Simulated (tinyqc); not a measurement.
From results back to parameters: Franz-Keldysh effect at a direct gap. Three cases, with inputs chosen for the exercise.

Problem. In modulation spectra the extrema of the oscillations lie at E_n = Eg + th (3 pi (n - 1/2)/4)^(2/3) (the phase constant is taken as pi/2 here), with th = (c (e Fd)^2/mr)^(1/3), mr = me mhh/(me + mhh), c = hbar^2/2m0; 1 kV/cm = 1e-5 V/angstrom. Extrema n = 2 and n = 5 are given; Eg and the field are hidden.

Constants: hbar^2/2m0 = 3.80998211 eV angstrom^2.

Find: th; Eg; Fd.

Method. E_n is linear in (3 pi (n - 1/2)/4)^(2/3): the slope is th and the intercept Eg; then e Fd = sqrt(th^3 mr/c).

Case 1.

Values chosen (out of a larger set: near those of InGaAs; not measured data): me = 0.0423 m0 (electron mass); mhh = 0.478 m0 (heavy-hole mass).

E_2 = 0.83239 eV
E_5 = 0.94406 eV

Solution.

th = 44.56 meV
Eg = 0.729 eV
Fd = 95 kV/cm

Case 2.

Values chosen (out of a larger set: near those of InP; not measured data): me = 0.0805 m0 (electron mass); mhh = 0.574 m0 (heavy-hole mass).

E_2 = 1.46243 eV
E_5 = 1.56335 eV

Solution.

th = 40.27 meV
Eg = 1.369 eV
Fd = 1.1e+02 kV/cm

Case 3.

Values chosen (out of a larger set: near those of InP; not measured data): me = 0.0771 m0 (electron mass); mhh = 0.628 m0 (heavy-hole mass).

E_2 = 1.40619 eV
E_5 = 1.46149 eV

Solution.

th = 22.06 meV
Eg = 1.355 eV
Fd = 44 kV/cm

Computed by tinyqc, one run a case: `OMP_NUM_THREADS=1 python tinyqc.py N N+1 out.jsonl` with N = 1682517, 1682575, 1682599; one thread of a shared Intel(R) Xeon(R) Processor @ 2.30GHz, about 0.01 s a run at most.
